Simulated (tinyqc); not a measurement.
# Pelgrom slope, floor and doping from two device sizes

Problem. s^2 = A^2/(L W) + s0^2, with s0 independent of size and A = (q/Cox) sqrt(Na Wd/3) from random dopants alone, Cox = 3.9 eps0/ti. Find A, s0 and Na.

Inputs (values chosen for the exercise):
- ti = 1.3 nm (oxide-equivalent thickness in inversion)

Constants: q = 1.602176634e-19 C, eps0 = 8.8541878128e-14 F/cm where lengths are in cm. Results are converted to the units shown.

s for gate areas 0.0025 and 0.04 um^2 (mV): 10.7978045  5.29116352
Wd = 55.6616496 nm

Solution. s^2 is linear in 1/area: slope A^2, intercept s0^2.

A = 0.486 mV um
s0 = 4.70 mV
Na = 3.50e17 cm^-3

tinyqc, about 0.01 s, one thread, Intel Xeon 2.30GHz (shared host): `OMP_NUM_THREADS=1 python tinyqc.py 2090085 2090086 out.jsonl`
